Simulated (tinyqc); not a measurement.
The three schemes as the step is halved: finite-difference solution of the diffusion equation on a small grid. Computed by tinyqc, a small Python program. Command: `OMP_NUM_THREADS=1 python tinyqc.py 3018510 3018511 out.jsonl fdiff walk`. One thread of a shared host (Intel(R) Xeon(R) Processor @ 2.30GHz), about 0.01 s of CPU time with the checks.

dC/dt = D d2C/dx2 on nodes x_j = j dx, j = 0..9; the far end is sealed.

Inputs (values chosen for the exercise):
```
quantity         value    unit
diffusivity D        4  nm^2/s
grid spacing dx     25      nm
time step dt        46       s
final time t_f     920       s
```

Boundary at x = 0: sealed surface. Scheme: explicit.

start values C_j, j = 0, 1, ... (% of a reference): 20.3  77.2  100  63.7  26.5  10.2  0  0  0  0

Method:
- The operator M acts as (M C)_j = C_(j-1) - 2 C_j + C_(j+1); at the sealed far end a mirror node gives 2 C_(N-2) - 2 C_(N-1); at j = 0, a mirror node gives 2 C_1 - 2 C_0.
- r = D dt/dx^2.
- The mode of M with eigenvalue mu has its amplitude multiplied per step by g = (1 + (1 - theta) r mu)/(1 - theta r mu), with theta = 0 explicit, 1 implicit, 1/2 Crank-Nicolson; the explicit scheme is stable for r up to 2/|mu_min|.
- With r = D dt/dx^2: (1 - theta r M) C(new) = (1 + (1 - theta) r M) C(old); theta = 0 explicit, 1 implicit, 1/2 Crank-Nicolson.
- Each run reaches t_f in n equal steps; errors are the largest difference from exp(M D t_f/dx^2) C(0). A dash marks unstable explicit runs.

largest stable r of the explicit scheme = 0.5

Largest error at t_f (%):
```
steps n      r  explicit  implicit  Crank-Nicolson
4        1.472         -    1.3250      6.0287e-01
8        0.736         -    0.6263      1.9806e-02
16       0.368   0.37354    0.3268      5.0310e-03
32       0.184   0.18116    0.1688      1.2621e-03
64       0.092   0.08910    0.0860      3.1578e-04
128      0.046   0.04417    0.0434      7.8961e-05
256      0.023   0.02199    0.0218      1.9741e-05
```

What follows from these numbers?

From the last two rows, halving the step divides the error by 2.01 (explicit), 1.99 (implicit), 4.00 (Crank-Nicolson): a factor 2 marks first order in dt and 4 second order. The explicit scheme needs n of at least 12 to be stable; the other two are stable at any step.

Extremes, crossings and ranges named in words are read from the listed rows.
